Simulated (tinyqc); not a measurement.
Worked calculation: carrier statistics of a doped semiconductor with parabolic bands. Values are carried at full precision from step to step, so a last printed digit may differ when a step is redone from the rounded ones.

Constants: kB = 8.617333262e-05 eV/K; hbar^2/2m0 = 3.80998211 eV angstrom^2.

Values chosen for the exercise (near those of GaP; shifted at random, so the results belong to these values and not to a real crystal):
- Eg0 = 2.37 eV (gap at 0 K)
- al = 0.000576 eV/K (Varshni alpha)
- be = 375 K (Varshni beta)
- T = 300 K
- ml = 1.98 m0 (longitudinal electron mass)
- mt = 0.252 m0 (transverse electron mass)
- Mv = 3 (equivalent valleys)
- mhh = 0.803 m0 (heavy-hole mass)
- mlh = 0.139 m0 (light-hole mass)
- ND = 2.2e+14 1/cm^3 (donors)
- NA = 1.3e+12 1/cm^3 (acceptors)
- ED = 0.0876 eV (donor level below Ec)
- EA = 0.0556 eV (acceptor level above Ev)

## Gap and thermal energy

Eg(T) = Eg0 - al T^2/(T + be) (Varshni).

Eg = 2.29320 eV
kT = 0.025852 eV

The gap has shrunk by 76.8 meV from 0 K and is 88.7 kT wide.

## Effective densities of states

m_de = Mv^(2/3) (ml mt^2)^(1/3); m_dh = (mhh^(3/2) + mlh^(3/2))^(2/3); N = 2 (m kB T/(4 pi c))^(3/2) with c = hbar^2/2m0, in 1/angstrom^3; times 1e24 for 1/cm^3.

m_de = 1.0421 m0
m_dh = 0.8411 m0
Nc = 2.6695e+19 1/cm^3
Nv = 1.9357e+19 1/cm^3

The light holes supply 6.7 % of Nv, and Nc/Nv = 1.38.

## Intrinsic density and level

With Boltzmann statistics ni = sqrt(Nc Nv) exp(-Eg/2kT) and Ei = Eg/2 + (kT/2) ln(Nv/Nc), counted from Ev.

ni = 1.24 1/cm^3
Ei = 1.1424 eV

Ei lies 4.2 meV below midgap, towards the band with the smaller density of states.

## Neutrality by bisection

Energies are counted from Ev, so Ec = Eg. n = Nc F_1/2((EF - Eg)/kT), p = Nv F_1/2(-EF/kT), ND+ = ND/(1 + 2 exp((EF - Eg + ED)/kT)), NA- = NA/(1 + 4 exp((EA - EF)/kT)); neutrality asks p + ND+ = n + NA-. F_j(eta) = (1/Gamma(j + 1)) integral_0^infinity x^j dx/(1 + exp(x - eta)), which tends to exp(eta) for eta << 0.

Start from the bracket [-0.2 eV, Eg + 0.2 eV]; at the midpoint EF take the sign of p + ND+ - n - NA-; where it is positive EF must rise. Fourteen steps are shown.

Bisection (eV, 1/cm^3):
```
step       low     high       EF         n         p       ND+       NA-  sign
1     -0.20000  2.49320  1.14660      1.46      1.06  2.20e+14  1.30e+12     +
2      1.14660  2.49320  1.81990  2.99e+11  5.17e-12  2.20e+14  1.30e+12     +
3      1.81990  2.49320  2.15655  1.35e+17  1.14e-17  1.69e+14  1.30e+12     -
4      1.81990  2.15655  1.98822  2.01e+14  7.69e-15  2.20e+14  1.30e+12     +
5      1.98822  2.15655  2.07239  5.21e+15  2.97e-16  2.17e+14  1.30e+12     -
6      1.98822  2.07239  2.03031  1.02e+15  1.51e-15  2.20e+14  1.30e+12     -
7      1.98822  2.03031  2.00927  4.53e+14  3.41e-15  2.20e+14  1.30e+12     -
8      1.98822  2.00927  1.99875  3.02e+14  5.12e-15  2.20e+14  1.30e+12     -
9      1.98822  1.99875  1.99349  2.46e+14  6.28e-15  2.20e+14  1.30e+12     -
10     1.98822  1.99349  1.99086  2.22e+14  6.95e-15  2.20e+14  1.30e+12     -
11     1.98822  1.99086  1.98954  2.11e+14  7.31e-15  2.20e+14  1.30e+12     +
12     1.98954  1.99086  1.99020  2.17e+14  7.13e-15  2.20e+14  1.30e+12     +
13     1.99020  1.99086  1.99053  2.20e+14  7.04e-15  2.20e+14  1.30e+12     -
14     1.99020  1.99053  1.99036  2.18e+14  7.08e-15  2.20e+14  1.30e+12     +
```

Each step halves the bracket, which is 0.329 meV wide at the last row.

## The neutral state

Solve the neutrality condition for EF to convergence.

EF = 1.9904 eV
n = 2.19e+14 1/cm^3
p = 7.07e-15 1/cm^3
ND+ = 2.20e+14 1/cm^3
NA- = 1.30e+12 1/cm^3

The material is n-type; 100.0 % of the donors are ionised. EF lies 11.71 kT inside the gap from the conduction edge, so Boltzmann statistics would serve; n p/(Nc Nv exp(-Eg/kT)) = 1.000.

## Checks

- F_1/2(1) by the trapezoid rule against adaptive quadrature: both 1.575641.
- Positive against negative charge at the solution (1/cm^3): both 2.19893e+14.

(tinyqc, `OMP_NUM_THREADS=1 python tinyqc.py 1651793 1651794 out.jsonl`, Intel(R) Xeon(R) Processor @ 2.30GHz, 1 thread, shared host, about 0.01 s.)
